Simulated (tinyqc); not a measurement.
Free and trapped electrons in a MOS channel with a dense trap tail: one step of the calculation.

p-type body, charge-sheet picture, full ionisation (an idealisation for deep acceptors), Boltzmann statistics for free electrons. e = Ec - EF at the surface. Acceptor-like traps of density D(E) = D0 + De exp(-E/Ew) at depth E below Ec, from 0 to Eu, hold n_t = integral of D(E)/(1 + exp((e - E)/Vt)). psi = Eg - Vt ln(Nv/Na) - e; N_dep = sqrt(2 eps0 eps_r Na (psi - Vt)/q); n_f = sqrt(N_dep^2 + 2 eps0 eps_r Vt Nc exp(-e/Vt)/q) - N_dep; Vg = Vfb + psi + q (N_dep + n_t + n_f)/Cox, Cox = eps0 eox/tox.

Question. Trapped charge. Trapezoid rule on 14 equal steps from 0 to Eu, f = 1/(1 + exp((e - E)/Vt)).

Parameters, values chosen for the exercise; band and dielectric values close to those of 4H silicon carbide:
```
symbol,value,unit,meaning
T,250,K,temperature
D0,1e10,cm^-2 eV^-1,constant background density of acceptor-like traps
De,3.2e12,cm^-2 eV^-1,density of the tail at the conduction edge
Ew,0.11,eV,decay energy of the tail
Eu,0.69,eV,depth below Ec down to which the traps reach
e,0.037,eV,Ec - EF at the surface
```

Constants: q = 1.602176634e-19 C, kB = 1.380649e-23 J/K, Vt = kB T/q. Results are converted to the units shown.

Wanted: E; D(E) f; n_t.

Answer.

```
point   E (eV)  D(E) f (cm^-2 eV^-1)
0            0              4.886e11
1      0.04929              1.312e12
2      0.09857              1.245e12
3       0.1479              8.395e11
4       0.1971              5.428e11
5       0.2464              3.506e11
6       0.2957              2.276e11
7       0.3450              1.490e11
8       0.3943              9.881e10
9       0.4436              6.674e10
10      0.4929              4.625e10
11      0.5421              3.316e10
12      0.5914              2.479e10
13      0.6407              1.945e10
14      0.6900              1.604e10
```

n_t = 2.567e11 cm^-2

Computed by the program tinyqc: `OMP_NUM_THREADS=1 python tinyqc.py 2222101 2222102 out.jsonl`, one thread of a shared Intel Xeon 2.30GHz, about 0.02 s for the whole run.
